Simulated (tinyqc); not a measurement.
Standing waves and exposure in a photoresist film, step by step. Values are carried at full precision from step to step, so a last printed digit may differ when a step is redone from the rounded ones.

Normal incidence from air. Unexposed resist: N1 = n1 + i k1 with k1 = (A + B) lam/(4 pi), lam in micrometres. r01 = (1 - N1)/(1 + N1), t01 = 2/(1 + N1). Below the resist lie the layer Na = na + i ka and the substrate Ns = ns + i ks: r12 = (r1a + ras x)/(1 + r1a ras x), x = exp(4 pi i Na da/lam), r1a = (N1 - Na)/(N1 + Na), ras = (Na - Ns)/(Na + Ns). With p = exp(2 pi i N1 d/lam), the field at depth z is E(z) = t01 [exp(2 pi i N1 z/lam) + r12 p^2 exp(-2 pi i N1 z/lam)]/(1 + r01 r12 p^2), the relative intensity I(z) = n1 |E(z)|^2 and the reflectance R = |(r01 + r12 p^2)/(1 + r01 r12 p^2)|^2.

Parameters, chosen for this exercise (a resist on Al, indices near tabulated ones; not measured data): lam = 248 nm (vacuum wavelength); n1 = 1.735 (resist index); A = 0.08 1/micrometre (bleachable absorption (Dill A)); B = 0.55 1/micrometre (fixed absorption (Dill B)); d = 315 nm (resist thickness); ns = 0.186 (substrate n); ks = 2.954 (substrate k); na = 1.809 (n of the bottom antireflection layer); ka = 0.366 (its k); da = 47 nm (its thickness); C = 0.04 cm^2/mJ (exposure rate (Dill C)); D = 20 mJ/cm^2 (incident dose); Ld = 10 nm (diffusion length of the post-exposure bake).

## Interface coefficients

Form N1, r01, t01 and r12.

N1 = 1.73500+0.01243i
r01 = -0.2688-0.0033i
t01 = 0.7312-0.0033i
r12 = -0.2338+0.1546i
|r12|^2 = 0.0786

Next to the bottom the intensity swings by a factor ((1 + |r12|)/(1 - |r12|))^2 = 3.16 between antinode and node; without the layer |r12|^2 would be 0.8849.

## Round trip and reflectance

Form p^2, the denominator and R; the period of the standing wave is lam/(2 n1).

p^2 = -0.6852+0.4504i
1 + r01 r12 p^2 = 0.9750+0.0565i
R = 0.0816
period = 71.47 nm

The film holds 4.41 periods.

## Intensity and exposure over the lowest period

Nine depths from d - period to d. Without bleaching during the exposure the share of unexposed compound is m = exp(-C D I).

Profile:
```
z (nm)      I      m
243.5   0.521  0.659
252.5   0.801  0.527
261.4   1.132  0.404
270.3   1.319  0.348
279.3   1.250  0.368
288.2   0.962  0.463
297.1   0.622  0.608
306.1   0.426  0.711
315.0   0.487  0.677
```

I runs from 0.426 to 1.319 on these points, so m runs from 0.348 to 0.711; the least exposed point listed lies 8.9 nm above the bottom.

## Smoothing by the bake

Gaussian diffusion of length Ld multiplies a cosine of period L by exp(-2 pi^2 Ld^2/L^2). Give that factor, and the Ld that leaves 10 %.

factor = 0.679
Ld for 10 % = 24.41 nm

## Checks

- R against the transfer-matrix product: both 0.081575.

tinyqc: `OMP_NUM_THREADS=1 python tinyqc.py 1652231 1652232 out.jsonl`; about 0.01 s, one thread, shared Intel(R) Xeon(R) Processor @ 2.30GHz.
